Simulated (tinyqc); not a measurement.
Inside a calculation. Model: ferroelectric switching, Landau-Khalatnikov equation.

tinyqc, about 0.07 s, one thread, Intel Xeon 2.30GHz (shared host): `OMP_NUM_THREADS=1 python tinyqc.py 2860066 2860067 out.jsonl` Printed values are rounded.

One domain: rho dP/dt = E - (2 al P + 4 be P^3), with al = -3 sqrt(3) Ec/(4 Pr), be = 3 sqrt(3) Ec/(8 Pr^3), so that the static loop has remanence Pr and coercive field Ec. With P in uC/cm^2, E in kV/cm, rho in ohm m and t in ns, dP/dt = [E - 2 al P - 4 be P^3]/(100 rho).

Values chosen for this exercise; remanent polarisation and coercive field close to those of doped hafnium oxide films: remanent polarisation Pr = 21 uC/cm^2; static coercive field Ec = 1200 kV/cm; viscosity of the polarisation rho = 3.2 ohm m; field amplitude Em = 3500 kV/cm; time step dt = 1.5 ns.

## Landau coefficients and time scales

al = -3 sqrt(3) Ec/(4 Pr), be = 3 sqrt(3) Ec/(8 Pr^3). Relaxation time at remanence tau = 100 rho/(-4 al); final state: the largest root Pf of 2 al P + 4 be P^3 = Em; relaxation time there 100 rho/(2 al + 12 be Pf^2).

al = -74.23075 kV cm/uC
be = 0.08416185 kV cm^5/uC^3
tau = 1.077721 ns
Pf = 28.40744 uC/cm^2
relaxation time at Pf = 0.4800880 ns

## Step 1: one time step

P at t = 0 = -21 uC/cm^2

The constant field E = Em acts from t = 0. Implicit Euler: P(new) solves P(new) = P + dt dP/dt(P(new)), a cubic with one real root; the rate listed is (P(new) - P)/dt.

dP/dt = 7.354943 uC/(cm^2 ns)
P after step 1 = -9.967586 uC/cm^2

## Step 2: one time step

As before.

dP/dt = 14.68736 uC/(cm^2 ns)
P after step 2 = 12.06345 uC/cm^2

## Step 3: one time step

As before.

dP/dt = 7.815100 uC/(cm^2 ns)
P after step 3 = 23.78610 uC/cm^2

## Course of the switching

P starts at -Pr. The reference is a fourth-order Runge-Kutta run with 40 substeps a step; the run counts as sound if it ends within 1 % of Pf.

Course of the iteration:
```
step	t (ns)	P (uC/cm^2)	reference (uC/cm^2)
1	1.5	-9.967586	-9.035944
2	3	12.06345	5.955631
3	4.5	23.78610	24.57075
4	6	27.24338	28.20808
5	7.5	28.12257	28.39861
6	9	28.33822	28.40705
```

P first turns positive at t = 3 ns among the steps, the reference at 3 ns (exactly 2.51 ns); the last value is 0.24 % below Pf. The largest gap to the reference is 6.1 uC/cm^2.
